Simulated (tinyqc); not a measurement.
# Changing the finger pitch s

Model: self-heating of a transistor with one or more fingers, with temperature-dependent conductivity. Computed by tinyqc, a small Python program. Command: `OMP_NUM_THREADS=1 python tinyqc.py 3025412 3025413 out.jsonl selfheat sweep`. One thread of a shared host (Intel(R) Xeon(R) Processor @ 2.30GHz), about 0.1 s of CPU time with the checks.

N long parallel fingers lie on the top face of a slab whose bottom is held at T_0; the top is otherwise insulated, and heat flows in two dimensions. P in W/mm is 1000 P in W/m.

Inputs (values chosen for the exercise, modelled on diamond):

| quantity | value | unit |
|---|---|---|
| conductivity at the base temperature kappa_0 | 1950 | W/(m K) |
| exponent m in kappa ~ T^-m | 1.25 | - |
| base temperature T_0 | 300 | K |
| power per gate width P | 7.6 | W/mm |
| fingers N | 2 | - |
| width of the heat source w | 0.6 | micrometre |
| substrate thickness t | 82 | micrometre |
| phonon free path Lambda | 510 | nm |

Power: fixed power.

Method:
- A line source of power P on the top face raises the top at distance x by (P/(pi kappa_0)) g(x), g(x) = -ln tanh(pi x/(4 t)) (the image sum for the slab). On a strip of width w the centre sees the mean of g over the strip, g_0 = 1 + ln(8 t/(pi w)) for w much below t.
- theta_i = (P/(pi kappa_0)) [g_0 + sum over j != i of g(|i - j| s)], with equal powers and constant conductivity; thermal resistance = largest theta/P.
- Kirchhoff transformation for kappa = kappa_0 (T/T_0)^-m: T = T_0 [1 - (m - 1) theta/T_0]^(-1/(m - 1)), where theta is the linear rise.
- The bracket vanishes at the power P T_0/((m - 1) theta).

One run for each value:

| finger pitch s (micrometre) | thermal resistance (K mm/W) | true rise (K) | peak temperature (K) |
|---|---|---|---|
| 4.0 | 1.6511 | 12.883 | 312.88 |
| 6.9 | 1.5622 | 12.173 | 312.17 |
| 12.0 | 1.4724 | 11.456 | 311.46 |
| 20.0 | 1.3903 | 10.803 | 310.80 |
| 35.0 | 1.3029 | 10.110 | 310.11 |
| 59.0 | 1.2279 | 9.516 | 309.52 |
| 100.0 | 1.1670 | 9.035 | 309.04 |
| 170.0 | 1.1311 | 8.753 | 308.75 |
| 300.0 | 1.1196 | 8.662 | 308.66 |

Describe and explain the trends.

Over the rows, thermal resistance (K mm/W) falls from 1.65 to 1.12 (exponent d ln y / d ln x -0.10 between the first rows and -0.018 between the last); true rise (K) falls from 12.9 to 8.66 (exponent d ln y / d ln x -0.10 between the first rows and -0.018 between the last); peak temperature (K) falls from 312.9 to 308.7 (exponent d ln y / d ln x -0.0042 between the first rows and -5.2e-4 between the last). Coupling dies exponentially once the pitch passes about the thickness, 82 micrometre.

Caution (all rows): the source is narrower than two phonon free paths, so the Fourier result understates the rise at the source.

Extremes, crossings and ranges named in words are read from the listed rows.
